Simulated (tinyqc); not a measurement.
# Worked calculation: metal-interlayer-semiconductor contact, depinning against tunnelling resistance

Computed by the program tinyqc: `OMP_NUM_THREADS=1 python tinyqc.py 2270067 2270068 out.jsonl`, one thread of a shared Intel Xeon 2.30GHz, about 0.03 s for the whole run. Printed values are rounded.

Zero bias, n-type semiconductor. Gap states at the semiconductor surface thin out as exp(-be ti), which unpins the barrier; electrons must then cross the interlayer (a rectangular barrier, no voltage drop across it) and the parabolic depleted layer, both by WKB. Energies E are counted from the Fermi level; no image force, parabolic bands.

Values chosen for this exercise; semiconductor values close to those of gallium arsenide; interlayer mass of the order of that in aluminium oxide, offset chosen freely:
```
symbol   value   unit                                                           meaning
T          300      K                                                       temperature
Eg        1.37     eV                                                          band gap
eps_r     13.3                                                    relative permittivity
chi       3.97     eV                                                 electron affinity
Nc      4.4e17  cm^-3                            conduction-band density of states at T
mt      0.0696     m0                              tunnelling mass in the semiconductor
mA       0.066     m0                                                   Richardson mass
Nd      1.5e18  cm^-3                                                     donor density
E0         0.5     eV                    charge-neutrality level above the valence band
S0         0.1                                        pinning factor without interlayer
phiM      4.09     eV                                               metal work function
ti         1.7     nm                                              interlayer thickness
dE        2.44     eV  conduction-band offset of the interlayer above the semiconductor
mi        0.35     m0                                 tunnelling mass in the interlayer
be         5.2   1/nm               decay constant of gap states through the interlayer
```

Constants: q = 1.602176634e-19 C, kB = 1.380649e-23 J/K, eps0 = 8.8541878128e-12 F/m, hbar = 1.054571817e-34 J s, h = 6.62607015e-34 J s, m0 = 9.1093837015e-31 kg, Vt = kB T/q, hbar^2/(2 m0) = 0.0380998212 eV nm^2. Results are converted to the units shown.

Range of the model: The depletion charge would drop about 0.069 V across such an interlayer (eps_r near 9) at ti = 1.7 nm and Nd = 1.5e18 cm^-3, against a band bending of 0.18 V; this model leaves that drop out.

## Pinning, barrier and scales

S = 1/(1 + (1/S0 - 1) exp(-be ti)); phiB = S (phiM - chi) + (1 - S)(Eg - E0); xi = Ec - EF deep inside, from Nd = Nc F(-xi/Vt), F(x) = (2/sqrt(pi)) int_0^infinity sqrt(u) du/(1 + exp(u - x)); band bending U = phiB - xi; E00 = (hbar/2) sqrt(Nd/(eps0 eps_r mt m0)) in volts; A = 4 pi q mA m0 kB^2/h^3.

S = 0.998698
phiB = 0.120976 eV
xi = -0.0615158 eV
U = 0.182492 eV
E00 = 0.0236343 eV
A = 7.93143 A/(cm^2 K^2)

The interlayer moves the barrier from 0.795 eV to 0.121 eV; the unpinned limit is phiM - chi = 0.120 eV. E00/Vt = 0.914: by the usual rule of thumb (0.5 to 5) thermionic-field emission.

## Exponents and integrand on an energy grid

| point | E (eV) |
|---|---|
| 0 | -0.06 |
| 1 | -0.03333 |
| 2 | -0.00667 |
| 3 | 0.02 |
| 4 | 0.04667 |
| 5 | 0.07333 |
| 6 | 0.1 |
| 7 | 0.12667 |
| 8 | 0.15333 |
| 9 | 0.18 |
| 10 | 0.20667 |
| 11 | 0.23333 |
| 12 | 0.26 |

With U = phiB - xi: for xi < E < phiB, y = (E - xi)/U and G1 = (U/E00) [sqrt(1 - y) - y ln((1 + sqrt(1 - y))/sqrt(y))], G1 = 0 above phiB; G2 = 2 ti sqrt(mi max(phiB + dE - E, 0)/C), C = hbar^2/(2 m0); f = 1/(1 + exp(E/Vt)); integrand exp(-G1 - G2) f.

| point | G1 | G2 | f | integrand (1e-9) |
|---|---|---|---|---|
| 0 | 7.49141 | 16.6833 | 0.910594 | 0.02886 |
| 1 | 5.20874 | 16.5982 | 0.784022 | 0.26526 |
| 2 | 3.65249 | 16.5127 | 0.564146 | 0.98570 |
| 3 | 2.43585 | 16.4268 | 0.315693 | 2.02928 |
| 4 | 1.47125 | 16.3403 | 0.141210 | 2.59656 |
| 5 | 0.72730 | 16.2535 | 0.0553817 | 2.33730 |
| 6 | 0.20546 | 16.1661 | 0.0204688 | 1.58861 |
| 7 | 0.00000 | 16.0783 | 0.00739290 | 0.76933 |
| 8 | 0.00000 | 15.9900 | 0.00264861 | 0.30106 |
| 9 | 0.00000 | 15.9012 | 9.45632e-4 | 0.11747 |
| 10 | 0.00000 | 15.8119 | 3.37249e-4 | 0.04581 |
| 11 | 0.00000 | 15.7221 | 1.20275e-4 | 0.01787 |
| 12 | 0.00000 | 15.6317 | 4.28720e-5 | 0.00697 |

## Contact resistivity

1/rho_c = (A T^2/Vt^2) I, with I the trapezoid sum of the integrand over the grid.

I = 2.95258e-10 eV
rho_c = 3.1710 ohm cm^2

A fine grid from xi upwards gives rho_c = 3.164 ohm cm^2; the coarse value is 0.21 % above it. The integrand peaks at E = 0.051 eV, and 9.0 % of the current flows above phiB. Tunnelling through the interlayer costs a factor of 1.21e7 at this barrier height; the bare contact (ti = 0) has rho_c = 71.5 ohm cm^2, so with the interlayer rho_c is 96 % below that.
